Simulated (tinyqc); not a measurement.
Margin needed against array size.

Cells fail independently with probability Q(k) = erfc(k/sqrt(2))/2 when the margin is k standard deviations, and Y = exp(-Nb Q(k)). phi = exp(-k^2/2)/sqrt(2 pi).  k solves Y = exp(-Nb Q(k)); the estimate is sqrt(2 ln(Nb/(-ln Y))).

Inputs (values chosen for the exercise): wanted yield Y = 0.983.

Margin needed against array size:

| Nb | allowed Q | k | estimate |
|---|---|---|---|
| 256 | 6.6977e-5 | 3.8191 | 4.3843 |
| 4096 | 4.1861e-6 | 4.4554 | 4.9767 |
| 65536 | 2.6163e-7 | 5.0176 | 5.5057 |
| 1048576 | 1.6352e-8 | 5.5263 | 5.9881 |
| 16777216 | 1.0220e-9 | 5.9943 | 6.4345 |
| 268435456 | 6.3874e-11 | 6.4298 | 6.8519 |
| 4294967296 | 3.9922e-12 | 6.8388 | 7.2452 |

What does the comparison show?

A 1.68e7-fold larger array raises k only from 3.82 to 6.84; the last factor of 16 costs 0.41 standard deviations. The estimate, which drops the factor 1/(k sqrt(2 pi)) of the tail, is 15 % above k in the first row and 5.9 % above it in the last.

Program tinyqc, `OMP_NUM_THREADS=1 python tinyqc.py 2090114 2090115 out.jsonl`; Intel Xeon 2.30GHz, shared host, one thread, about 0.01 s.
